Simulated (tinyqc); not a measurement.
Inside a calculation. Model: read current of a NAND string, cells in series solved by shooting.

Numbers from tinyqc (`OMP_NUM_THREADS=1 python tinyqc.py 2142245 2142246 out.jsonl`; about 0.8 s on one thread of a shared Intel Xeon 2.30GHz). Printed values are rounded.

Cells in series, numbered from 0 at the source line (0 V) to the bit line, each followed by a gap resistance Rg. A cell with gate Vg, threshold VT, source Vs and drain Vd passes I = 2 nf K Vt^2 [F(Vs) - F(Vd)]/(1 + th max(Vg - VT, 0)), F(V) = ln^2(1 + exp((Vg - VT - nf V)/(2 nf Vt))). The selected cell has Vg = Vr, the others Vg = Vp.

Inputs (values chosen for the exercise); values of the order met in vertical NAND strings:

| symbol | value | unit | meaning |
|---|---|---|---|
| T | 300 | K | temperature |
| K | 12 | uA/V^2 | gain factor of a cell |
| nf | 2.5 |  | slope factor |
| th | 0.02 | 1/V | mobility reduction factor |
| Rg | 1.3 | kohm | resistance of the gap between cells |
| Vbl | 0.3 | V | bit-line voltage |
| Vp | 6.2 | V | pass voltage |
| Vr | 2.48 | V | read voltage on the selected word line |

Constants: q = 1.602176634e-19 C, kB = 1.380649e-23 J/K, Vt = kB T/q. Results are converted to the units shown.

## Step 1: node voltages for a trial current

first trial current = 0.55 uA

```
cell,thresholds from the source end (V)
0,3.8
1,-1
2,-1
3,3.8
4,1.5
5,3.8
```

For a trial current I start at 0 V and, cell by cell (the selected one is cell 4), solve for the drain: sqrt(F(Vd)) = sqrt(F(Vs) - I/k), k = 2 nf K Vt^2/(1 + th max(Vg - VT, 0)), Vd = [Vg - VT - 2 nf Vt ln(exp(sqrt F) - 1)]/nf, then add I Rg.

```
cell,"node voltage after each cell and gap, trial 1 (V)"
0,0.0209420
1,0.0290022
2,0.0370832
3,0.0588565
4,0.121595
5,0.145548
```

## Step 2: node voltages for a trial current

second trial current = 0.8 uA

As before.

```
cell,"node voltage after each cell and gap, trial 2 (V)"
0,0.0306064
1,0.0423730
2,0.0541842
3,0.0866208
4,0.196797
5,0.235378
```

## Course of the secant iteration

Secant steps on the end voltage less Vbl, from the two trials; a trial above the saturation current of a cell has no solution and is moved halfway to the previous trial. Stop below 1e-9 V.

Course of the iteration:
```
iteration,I (uA),end voltage - Vbl (V),halvings
1,0.979847,0.0305,0
2,0.922151,-5.77e-3,0
3,0.931328,-5.33e-4,0
4,0.932261,9.26e-6,0
5,0.932245,-1.49e-8,0
6,0.932245,-4.13e-13,0
```

Converged in 6 iterations to I = 0.93225 uA. The selected cell takes 49.5 % of the bit-line voltage and the gaps together 2.42 %.
